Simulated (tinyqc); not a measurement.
Thermal stress and diffusional relaxation in a metal film: Coble and Nabarro-Herring creep, cooling and holds: one step, computed by the program tinyqc.

A thin film on a rigid substrate is stress-free at T0. Tension is positive and the film creeps linearly: d sigma/dt = -M (mismatch) dT/dt - sigma/tau.

Question. Stress after cooling to room temperature. Creep rate per stress: Nabarro-Herring 14 D Omega/(k_B T d^2), Coble (14 pi) delta D_b Omega/(k_B T d^3), with D = D0 exp(-E/(k_B T)), delta D_b = (delta D_b)0 exp(-E_b/(k_B T)); 1/tau = M x (sum of both)/2 (biaxial strain rate is half the uniaxial one). Temperatures in kelvin are T(C) + 273.15. Cooling from T0 at the constant rate: d sigma/dT = -slope + sigma/(tau(T) x rate), integrated to 25 C (stiff solver, tolerance 1e-9). Effective stress-free temperature T_eff = 25 C + sigma/slope.

Inputs (values chosen for the exercise, modelled on copper films on silicon):
```
quantity                           value        unit
biaxial modulus M                    184         GPa
atomic volume Omega                 11.8  angstrom^3
lattice prefactor D0               2e-05       m^2/s
lattice energy E                    2.07          eV
boundary prefactor (delta D_b)0  5.2e-15       m^3/s
boundary energy E_b                 1.04          eV
grain size d                        0.37          um
stress-free temperature T0           300           C
hold temperature T                   240           C
cooling rate                           2       C/min
```

thermoelastic slope = 2.5208 MPa/K

Constants: k_B = 1.380649e-23 J/K; k_B = 8.617333262e-05 eV/K.

Give: stress at 25 C; effective stress-free temperature.

Answer.

stress at 25 C = 367.7 MPa

effective stress-free temperature = 170.9 C

Creep during cooling removes 47.0 % of the elastic value. Caution: bulk creep laws overstate relaxation in a bonded film, and dislocation glide would cap stresses above the yield stress.
